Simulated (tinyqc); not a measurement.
Comparisons within one model: Wannier-Stark ladder of a miniband. A value that a table varies takes the place of the one given here.

One state in each well j = -(Nw - 1)/2 ... (Nw - 1)/2: H_jj = j e F d, H_(j,j+1) = -W/4; 1 kV/cm = 0.01 meV/angstrom. In an infinite chain the levels are j e F d and the state of well 0 has amplitude J_j(x) in size on well j, x = W/(2 e F d).

Constants: hbar = 6.58211957e-16 eV s.

Parameters, chosen for this exercise (near those of an InGaAs/InAlAs superlattice; the results hold for these values, not for the real material):
```
symbol  value                          unit      meaning
W       65                             meV       miniband width
d       65                             angstrom  period
Nw      9                                        wells
Fs      (11, 15, 20, 29, 44, 75, 160)  kV/cm     fields
G       12                             meV       hbar/tau
F       27                             kV/cm     field
```

## Raising the field

Infinite-chain weights beside the middle spacing of the finite stack.

Results:
```
F (kV/cm),e F d (meV),x,J_0^2,J_1^2,J_2^2,middle spacing/(e F d)
11,7.15,4.545,0.096,0.059,0.041,1.3106
15,9.75,3.333,0.123,0.043,0.226,1.0838
20,13.00,2.500,0.002,0.247,0.199,1.0168
29,18.85,1.724,0.147,0.335,0.083,1.0014
44,28.60,1.136,0.493,0.232,0.021,1.0001
75,48.75,0.667,0.796,0.099,0.003,1.0000
1.6e+02,104.00,0.312,0.952,0.024,0.000,1.0000
```

How do the results move?

J_0 vanishes at x = 2.405, F = 20.8 kV/cm, where the line at j = 0 disappears; J_0^2 overtakes J_1^2 for good at x = 1.435, F = 34.8 kV/cm, and reaches 0.95 in the last row. The 9 wells reproduce the middle spacing of the even ladder to 1 % from 29 kV/cm on, where the swing W/(e F d) = 2x is 3.4 periods. The lines are seen apart only where e F d exceeds their width, usually a few meV.

## Drift velocity with scattering

Esaki-Tsu: v = v0 y/(1 + y^2), y = e F d/G, v0 = W d/(2 hbar), at zero temperature; 1 angstrom/s = 1e-8 cm/s, 1 kV/cm = 0.01 meV/angstrom. The last column is dv/dF in cm^2/(V s).

Results:
```
y,F (kV/cm),v (1e6 cm/s),dv/dF
0.1,1.85,3.18,1687
0.3,5.54,8.83,1332
0.6,11.08,14.16,602
1.0,18.46,16.05,0
1.5,27.69,14.81,-206
2.5,46.15,11.07,-174
4.0,73.85,7.55,-90
```

v0 = 32.09 x 1e6 cm/s
field at y = 1 = 18.46 kV/cm

What does this show, and why?

The velocity peaks at v0/2 = 16.05 x 1e6 cm/s at 18.46 kV/cm and then falls: negative differential velocity, steepest at y = sqrt3 with -v0/(8 Fc) = -217 cm^2/(V s). The low-field mobility is v0/Fc = 1738 cm^2/(V s). At the peak the swing is W/G = 5.4 periods, so the semiclassical picture holds.

## What each parameter does

e F d, x, J_0(x)^2 and the lowest level of the finite stack. Each row changes one parameter from the base and keeps the others.

Results:
```
case,e F d (meV),x,J_0^2,lowest level (meV)
base,17.55,1.852,0.096,-81.75
W = 52 meV,17.55,1.481,0.273,-78.14
d = 73 angstrom,19.71,1.649,0.183,-89.54
F = 37.8 kV/cm,24.57,1.323,0.370,-107.42
Nw = 11,17.55,1.852,0.096,-99.30
```

What does this show?

The largest shifts from the base row, up to three for each result and ties (the steps differ in size, so this ranks the rows, not the parameters). e F d (meV): F +7.02, d +2.16; unchanged at the printed digits by W and Nw. x: F -0.529, W -0.370, d -0.203; unchanged at the printed digits by Nw. J_0^2: F +0.274, W +0.177, d +0.087; unchanged at the printed digits by Nw. lowest level (meV): F -25.66, Nw -17.55, d -7.79.

Program tinyqc; command `OMP_NUM_THREADS=1 python tinyqc.py 1282367 1282368 out.jsonl`; about 0.01 s on one thread of a shared Intel(R) Xeon(R) Processor @ 2.30GHz.
